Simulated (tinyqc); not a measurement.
Inside a calculation. Model: elastic strain and critical thickness of a cubic alloy layer A(1-x)B(x) on a thick substrate. Computed by tinyqc, a small Python program that keeps every step. Command: `OMP_NUM_THREADS=1 python tinyqc.py 3027066 3027067 out.jsonl misfit walk`. One thread of a shared host (Intel(R) Xeon(R) Processor @ 2.30GHz), about 0.01 s of CPU time with the checks. Intermediate numbers are printed to about 5 digits and carried at full precision; extremes and crossings named in words are read from the listed rows.

Strain is positive in tension. The layer is coherent with the substrate unless said otherwise.

Inputs (values chosen for the exercise, modelled on Si(1-x)Ge(x) on Si): fraction x of B = 0.45; lattice constant a_A = 5.431 angstrom; lattice constant a_B = 5.658 angstrom; substrate lattice constant a_S = 5.431 angstrom; layer thickness h = 22 nm; biaxial modulus of the substrate M_S = 164 GPa; substrate thickness t_S = 350 micrometre; wafer diameter W = 150 mm; X-ray wavelength = 1.540593 angstrom; start of the iteration h0/b = 1000.

Growth plane: (111). Layer: uncapped. Misfit dislocation: 60-degree.

C11, C12, C44 of A (GPa): [164.2, 63.64, 80.64]

C11, C12, C44 of B (GPa): [129.2, 48.63, 67.09]

## Alloy by Vegard's rule, and misfit

a = (1 - x) a_A + x a_B, the same rule for each C_ij; misfit f = (a_S - a)/a, the in-plane strain of the coherent layer.

free lattice constant a = 5.53315 angstrom

elastic constants (GPa): C11 148.4500, C12 56.8855, C44 74.5425

misfit f = -0.018461

The layer is compressed in the plane by 1.85 %.

## Biaxial strain, stress and energy

(111): D = 2 (C11 + 2 C12 - 2 C44)/(C11 + 2 C12 + 4 C44), M = 6 C44 (C11 + 2 C12)/(C11 + 2 C12 + 4 C44). The free surface carries no normal stress, so e_perp = -D f; dV/V = 2 f + e_perp; stress = M f; energy per area = M f^2 h (1 GPa nm = 1 J/m^2).

ratio D = 0.40378

normal strain e_perp = 0.0074543

volume strain dV/V = -0.029469

biaxial modulus M = 209.28 GPa

in-plane stress = -3.8636 GPa

strain energy per area = 1.5692 J/m^2

## Symmetric X-ray reflection

Reflection 111: d = a_perp/sqrt(3), with a_perp = a (1 + e_perp) for the coherent layer, a for the relaxed layer and a_S for the substrate; sin(theta) = lambda/(2 d).

Bragg angles:
```
crystal         a_perp (angstrom)  theta (degrees)  from substrate (arcsec)
substrate                  5.4310           14.221                      0.0
coherent layer             5.5744           13.848                  -1343.6
relaxed layer              5.5332           13.953                   -964.5
```

peak separation of the coherent layer = -1343.6 arcsec

The coherent layer lies 1.39 times as far from the substrate peak as a relaxed one, about 1 + D = 1.40: reading its peak as relaxed would overstate the mismatch by that factor.

## Isotropic constants and the prefactor A

Voigt averages: G = (C11 - C12 + 3 C44)/5, B = (C11 + 2 C12)/3, nu = (3 B - 2 G)/(2 (3 B + G)); b = a/sqrt(2). The 60-degree dislocation has cos alpha = 1/2, and cos lambda = sqrt(3)/6 on (111), for glide on an inclined {111} plane. Matthews-Blakeslee: h_c = A [ln(h_c/b) + 1], A = b (1 - nu cos^2 alpha)/(8 pi |f| (1 + nu) cos lambda), the factor 8 pi being that of an uncapped layer.

shear modulus G = 63.0384 GPa

Poisson ratio nu = 0.20929

Burgers vector b = 0.39125 nm

prefactor A = 2.2892 nm

## Critical thickness by fixed-point iteration

Start at h0, put the right side back in, and stop when the change is below 1e-9 h or h turns negative.

Iteration:
```
step  h in (nm)  h out (nm)  change (nm)
1        391.25      18.102  -3.7315e+02
2         18.10      11.067  -7.0353e+00
3         11.07       9.940  -1.1264e+00
4          9.94       9.695  -2.4574e-01
5          9.69       9.637  -5.7302e-02
6          9.64       9.624  -1.3571e-02
7          9.62       9.620  -3.2257e-03
...         ...         ...          ...
10         9.62       9.619  -4.3456e-05
11         9.62       9.619  -1.0341e-05
12         9.62       9.619  -2.4609e-06
13         9.62       9.619  -5.8563e-07
14         9.62       9.619  -1.3936e-07
15         9.62       9.619  -3.3164e-08
16         9.62       9.619  -7.8921e-09
```

critical thickness h_c (Matthews-Blakeslee) = 9.6194 nm

Converged; near the root each step shrinks the error by A/h_c = 0.238. h_c is 24.6 Burgers vectors.

## Equilibrium strain at the thickness h

For h > h_c the same force balance gives the strain left, |e| = |f| A [ln(h/b) + 1]/h, and below h_c e = f; relaxation = 1 - e/f; dislocations per length across each line direction = (|f| - |e|)/(b cos lambda), times 2/3 for the three line sets on (111).

strain left e = -0.0096613

relaxation = 47.667 %

dislocation line density = 51.943 1/micrometre

h is 2.29 h_c: in equilibrium dislocations lie 19.3 nm apart; slow nucleation and glide can keep a real layer more strained.

## Wafer curvature of the coherent layer

Stoney: curvature = 6 |stress| h/(M_S t_S^2); radius = 1/curvature; bow = curvature W^2/8.

curvature = 0.025386 1/m

radius of curvature = 39.392 m

bow = 71.398 micrometre

Caution: M_S is near the value for a (001) wafer; a (111) wafer is stiffer and bends less. Caution: the curvature assumes a coherent layer, but h exceeds h_c. Caution: a bow above a fifth of the wafer thickness is beyond Stoney's small-deflection limit.

## Force balance against energy balance

People-Bean: h_c = P ln(h_c/b), P = (1 - nu)/(1 + nu) b^2/(16 pi sqrt(2) a f^2). The misfit is scaled by 0.25, 0.4, 0.6, 1, 1.5, 2.2 at fixed a, b and nu; the upper root is taken, and rows with A < 1.3 b or P < 3 b, where the roots shrink to the core size or vanish, are left out.

Critical thickness:
```
|f| (%)  Matthews-Blakeslee (nm)  People-Bean (nm)   ratio
0.4615                    54.331            928.47  17.089
0.7385                    30.688            311.75  10.159
1.1077                    18.535            118.49   6.393
1.8461                     9.619             33.15   3.446
2.7692                     5.583             11.10   1.989
4.0615                     3.240              3.28   1.012
```

The exponents d ln h_c/d ln f are -1.22 and -2.32 between the first rows, steeper than the -1 and -2 of the prefactors because of the logarithm. The ratio falls from 17.1 to 1.01 as the misfit grows. Where People-Bean lies above, a layer between the lines is metastable: dislocations would lower the energy but have to be nucleated. Above about 2 % misfit islands may come first.

Checks made by the program: D and M against the full stiffness tensor (relative difference below 1e-10); h_c against the Lambert function, -A W_(-1)(-b/(A e)) (relative difference 3e-10).
